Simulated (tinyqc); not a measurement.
# Reverse leakage of an n+-p junction: diffusion, generation, trap-assisted and band-to-band tunnelling, step by step

Computed by the program tinyqc: `OMP_NUM_THREADS=1 python tinyqc.py 2290103 2290104 out.jsonl`, one thread of a shared Intel Xeon 2.30GHz, about 0.01 s for the whole run. Printed values are rounded.

One-sided abrupt junction in the depletion approximation, x from the junction (0) to W on the p side, field F = F0 (1 - x/W). Flat quasi-Fermi levels, long p side. Traps generate through SRH with both lifetimes shortened by 1 + Gamma (Hurkx enhancement, form for moderate fields); band-to-band generation is local and needs a total bending above Eg.

Inputs (values chosen for the exercise); band and dielectric values close to those of silicon: temperature T = 358 K; band gap Eg = 1.14 eV; relative permittivity eps_r = 11.8; conduction-band density of states at T Nc = 3.68e19 cm^-3; valence-band density of states at T Nv = 3.4e19 cm^-3; acceptor density of the lighter side Na = 2.3e16 cm^-3; donor density of the heavier side Nd = 1e20 cm^-3; SRH lifetime of both carriers at zero field tau = 3e-6 s; trap level above the intrinsic level Et = 0 eV; tunnelling mass mt = 0.25 m0; electron diffusion coefficient on the lighter side Dn = 6.2 cm^2/s; band-to-band prefactor Ab = 6.9e14 cm^-0.5 V^-2.5 s^-1; band-to-band field constant Bb = 2.04e7 V/cm; reverse bias VR = 2.8 V.

Constants: q = 1.602176634e-19 C, kB = 1.380649e-23 J/K, hbar = 1.054571817e-34 J s, m0 = 9.1093837015e-31 kg, Vt = kB T/q, eps0 = 8.8541878128e-14 F/cm where lengths are in cm. Results are converted to the units shown.

Range of the model: The n+ side is degenerate, so Vbi from Boltzmann statistics is only a guide.

## Field, scales and diffusion current

ni = sqrt(Nc Nv) exp(-Eg/(2 Vt)), Eg in volts; Vbi = Vt ln(Na Nd/ni^2); W = sqrt(2 eps0 eps_r (Vbi + VR)/(q Na)); F0 = 2 (Vbi + VR)/W; FG = sqrt(24 mt m0 (kB T)^3)/(q hbar); J_diff = q ni^2 sqrt(Dn/tau)(1 - exp(-VR/Vt))/Na.

ni = 3.34530e11 cm^-3
Vbi = 0.945677 V
W = 460.868 nm
F0 = 162.549 kV/cm
FG = 480.821 kV/cm
J_diff = 1.12070e-9 A/cm^2

## Generation rates across the layer

u = (Vbi + VR)(1 - x/W)^2, p = Na exp(-u/Vt), n = Nd exp((u - Vbi - VR)/Vt); G0 = ni^2 (1 - exp(-VR/Vt))/(tau (n + p + 2 ni cosh(Et/Vt))); Gamma = 2 sqrt(3 pi)(F/FG) exp((F/FG)^2); trap-assisted part G0 Gamma; G_bb = Ab F^2.5 exp(-Bb/F) with F in V/cm, zero unless Vbi + VR > Eg, and counted as zero under 1 cm^-3 s^-1. 16 equal steps.

| point | x (nm) | F (kV/cm) | Gamma | G0 (cm^-3 s^-1) | G0 Gamma (cm^-3 s^-1) | G_bb (cm^-3 s^-1) |
|---|---|---|---|---|---|---|
| 0 | 0.000 | 162.549 | 2.32703 | 3.73035e8 | 8.68063e8 | 0 |
| 1 | 28.804 | 152.390 | 2.15160 | 8.91330e14 | 1.91779e15 | 0 |
| 2 | 57.608 | 142.230 | 1.98233 | 5.57514e16 | 1.10518e17 | 0 |
| 3 | 86.413 | 132.071 | 1.81868 | 5.57551e16 | 1.01401e17 | 0 |
| 4 | 115.217 | 121.912 | 1.66015 | 5.57551e16 | 9.25617e16 | 0 |
| 5 | 144.021 | 111.752 | 1.50626 | 5.57551e16 | 8.39815e16 | 0 |
| 6 | 172.825 | 101.593 | 1.35655 | 5.57551e16 | 7.56344e16 | 0 |
| 7 | 201.630 | 91.434 | 1.21058 | 5.57551e16 | 6.74960e16 | 0 |
| 8 | 230.434 | 81.274 | 1.06794 | 5.57551e16 | 5.95428e16 | 0 |
| 9 | 259.238 | 71.115 | 0.928207 | 5.57549e16 | 5.17521e16 | 0 |
| 10 | 288.042 | 60.956 | 0.791002 | 5.56815e16 | 4.40442e16 | 0 |
| 11 | 316.847 | 50.797 | 0.655939 | 4.48304e16 | 2.94060e16 | 0 |
| 12 | 345.651 | 40.637 | 0.522647 | 3.02963e15 | 1.58343e15 | 0 |
| 13 | 374.455 | 30.478 | 0.390762 | 1.15588e14 | 4.51675e13 | 0 |
| 14 | 403.259 | 20.319 | 0.259927 | 1.08105e13 | 2.80994e12 | 0 |
| 15 | 432.064 | 10.159 | 0.129790 | 2.60603e12 | 3.38235e11 | 0 |
| 16 | 460.868 | 0.000 | 0 | 1.62184e12 | 0 | 0 |

## Current components

Each current is q times the trapezoid sum of its rate; J adds J_diff; J_bb under 1e-8 of the sum is given as 0.

J_SRH = 2.54099e-7 A/cm^2
J_TAT = 3.32224e-7 A/cm^2
J_bb = 0 A/cm^2
J = 5.87443e-7 A/cm^2

A fine grid gives J = 6.014e-7 A/cm^2; the coarse sum is 2.3 % below it. On the fine grid the largest part is trap-assisted tunnelling (56.9 %). The simple estimate q ni W/(2 tau cosh(Et/Vt)) is 59 % above the fine-grid J_SRH of 2.581e-7 A/cm^2, since near both edges n or p is large enough to quench generation.
